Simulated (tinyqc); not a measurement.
Ideality, resistance and saturation current from three points.

Inverse problem. Well above I0 a diode obeys V = n Vt ln(I/I0) + Rs I. Find n, Rs and I0.

Inputs (values chosen for the exercise): temperature T = 400 K.

Constants: q = 1.602176634e-19 C, kB = 1.380649e-23 J/K, Vt = kB T/q. Results are converted to the units shown.

I (A): 0.0028  0.035  0.43
V (V): 0.19640529  0.32051951  0.66522650

Answer. The equation is linear in a = n Vt, Rs and c = -a ln I0; three points give a 3 x 3 system.

n = 1.20
Rs = 0.610 ohm
I0 = 2.53e-5 A

Program tinyqc, `OMP_NUM_THREADS=1 python tinyqc.py 2640051 2640052 out.jsonl`; Intel Xeon 2.30GHz, shared host, one thread, about 0.01 s.
